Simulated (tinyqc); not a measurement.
Chemical vapour deposition: Grove model, boundary layer, depletion and step coverage: one step, computed by the program tinyqc.

A precursor diffuses to the surface and reacts there at first order; each molecule that reacts adds one formula unit of film.

Task: Boundary layer. nu = nu0 (T/273.15)^1.75 (760/p); Re = U L/nu; mean boundary layer delta = (2/3) L/sqrt(Re), at most b/2; h_g = D/delta. Temperatures in kelvin are T(C) + 273.15.

Inputs (values chosen for the exercise, close to those used for epitaxial silicon from a chlorosilane): temperature T = 1050 C; total pressure p = 760 torr; gas diffusivity D0 at 273.15 K and 760 torr = 0.27 cm^2/s; gas velocity U = 15 cm/s; kinematic viscosity nu0 at 273.15 K and 760 torr = 0.42 cm^2/s; susceptor length L = 35 cm; channel height b = 6.7 cm.

Reactor: horizontal, atmospheric.

Give: Reynolds number Re; boundary layer delta; mass-transfer coefficient h_g.

Result:

Reynolds number Re = 79.03

boundary layer delta = 2.625 cm

mass-transfer coefficient h_g = 1.627 cm/s
